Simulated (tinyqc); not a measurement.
Worked calculation: Landau-Devonshire theory of a uniaxial ferroelectric. Computed by tinyqc, a small Python program that keeps every step. Command: `OMP_NUM_THREADS=1 python tinyqc.py 3009957 3009958 out.jsonl ferro walk`. One thread of a shared host (Intel(R) Xeon(R) Processor @ 2.30GHz), about 0.01 s of CPU time with the checks. Intermediate numbers are printed to about 7 digits and carried at full precision; extremes and crossings named in words are read from the listed rows.

G(P) = (alpha/2) P^2 + (beta*/4) P^4 + (gamma/6) P^6 - E P per volume, SI units, one domain, P along the polar axis, which is normal to the film.

Inputs (values chosen for the exercise, modelled on lead titanate):
```
quantity                           value             unit
alpha_0                           797000      J m/(C^2 K)
Curie-Weiss temperature T0           752                K
beta                           -2.86e+08        J m^5/C^4
gamma                           1.61e+09        J m^9/C^6
temperature T                        362                K
misfit strain u_m                 -0.017                -
electrostriction Q12              -0.026          m^4/C^2
compliance s11 + s12             5.5e-12            m^2/N
applied field E                      6.9             MV/m
film thickness d                      32               nm
screening length lambda            0.036               nm
background permittivity eps_b          8                -
gradient coefficient g             3e-11        J m^3/C^2
series capacitance C_d               2.8  microfarad/cm^2
start of Newton steps P0/Ps          1.3                -
```

Sample: epitaxial film.

Constants: eps_0 = 8.8541878128e-12 F/m.

## Coefficients at T

alpha = alpha_0 (T - T0*), with clamping: T0* = T0 + 4 Q12 u_m/(alpha_0 (s11 + s12)), beta* = beta + 4 Q12^2/(s11 + s12).

T0* = 1155.331 K

alpha = -6.322845e+08 J m/C^2

beta* = 2.056364e+08 J m^5/C^4

Compression raises T0 by 403 K. beta* > 0: the transition is of second order, although the free crystal has a first-order one.

## Spontaneous polarisation, susceptibility, coercive field

Ps^2 = [-beta* + sqrt(beta*^2 - 4 alpha gamma)]/(2 gamma). chi = 1/(eps_0 G''), G'' = alpha + 3 beta* P^2 + 5 gamma P^4 at Ps. Ps, chi and the coercive field are for perfect screening, without a depolarising field. The intrinsic coercive field is |alpha P + beta* P^3 + gamma P^5| at the P_c where G'' = 0. 1 C/m^2 = 100 microcoulomb/cm^2.

spontaneous polarisation Ps = 75.23694 microcoulomb/cm^2

susceptibility chi = 49.18315

well depth G(Ps) = -113.8127 MJ/m^3

P_c = 49.45181 microcoulomb/cm^2

intrinsic coercive field = 240.1936 MV/m

P_c/Ps = 0.657, above the 0.577 of a quartic well, as the sixth-order term matters. Real switching runs by domain nucleation at far lower fields. Caution: far below T0* the expansion with linear alpha(T) is only a fit.

## Polarisation in the field by Newton steps

Solve G'(P) = alpha P + beta* P^3 + gamma P^5 - E = 0 by P(new) = P - G'/G'' from P0; stop when the step is below 1e-11 C/m^2 (G' under 1e-6 MV/m is shown as 0).

Newton steps:
```
step  P (microcoulomb/cm^2)     G' (MV/m)  G'' (MJ m/C^2)
1                  97.80803  1.008197e+03        7324.930
2                  84.04411  2.588667e+02        3819.754
3                  77.26706  4.281446e+01        2605.306
4                  75.62370  2.091341e+00        2353.381
5                  75.53484  5.860577e-03        2340.199
6                  75.53459             0        2340.162
7                  75.53459             0        2340.162
```

P at the end of the steps = 75.53459 microcoulomb/cm^2

1/(eps_0 G'') there = 48.26200

The linear estimate Ps + eps_0 chi E gives 75.537; the field lowers chi by 1.9 %.

## The 180-degree wall

With the term (g/2) (dP/dx)^2, (g/2) P'^2 = G(P) - G(Ps) across the wall: energy = int_(-Ps)^(Ps) sqrt(2 g [G(P) - G(Ps)]) dP (40 Gauss-Legendre points); width = 2 Ps over the slope at P = 0, sqrt(2 |G(Ps)|/g). Elastic coupling inside the wall is left out.

wall energy = 86.29650 mJ/m^2

wall width = 0.5462751 nm

Caution: a wall under 0.8 nm, some two lattice spacings, wide is outside the continuum picture.

## A capacitor with imperfect screening

Between shorted electrodes with screening length lambda each, the depolarising field is -k P, k = 2 lambda/(eps_0 (d + 2 lambda eps_b)), so alpha turns into alpha + k. The polar state is the lowest uniform state while alpha + k < 0 (beta* > 0) or < 3 beta*^2/(16 gamma) (beta* < 0); setting the equality gives the critical thickness d_c.

depolarising coefficient k = 2.496238e+08 J m/C^2

polarisation of the film = 65.40830 microcoulomb/cm^2

size of the depolarising field = 163.2747 MV/m

critical thickness d_c = 12.28490 nm

The film keeps 87 % of Ps.

## Thickness series

Domains are left out, though they can pre-empt both the loss of P and the state at P = 0. The second and third columns are for the shorted capacitor, polar only where it is the lowest uniform state: alpha + k < 0 (beta* > 0) or < 3 beta*^2/(16 gamma) (beta* < 0). The last column is another circuit, the film in series with C_d at P = 0: 1/C = (alpha d)/(1 + alpha eps_0 eps_b) + 1/C_d, and P = 0 is locally stable while 1/C > 0; a dash marks the rest.

Against thickness:
```
d (nm)  P (microcoulomb/cm^2)  depolarising field (MV/m)  C of the stack / C_d
1                     0.00000                     0.0000              1.018884
2                     0.00000                     0.0000              1.038495
3                     0.00000                     0.0000              1.058876
5                     0.00000                     0.0000              1.102135
8                     0.00000                     0.0000              1.174084
15                   45.32787                   236.6427              1.385062
30                   64.60657                   171.8224              2.252361
60                   70.42580                    94.5399                     -
150                  73.40621                    39.6425                     -
```

The polar state appears between 8 and 15 nm (d_c = 12.3 nm), and at 150 nm P is 97.6 % of Ps. The stack exceeds C_d wherever it is stable, up to 2.25 times: the ferroelectric held at P = 0 acts as a negative capacitance.

Checks made by the program: Ps against a numerical root of G'(P)/P (relative difference below 1e-10).
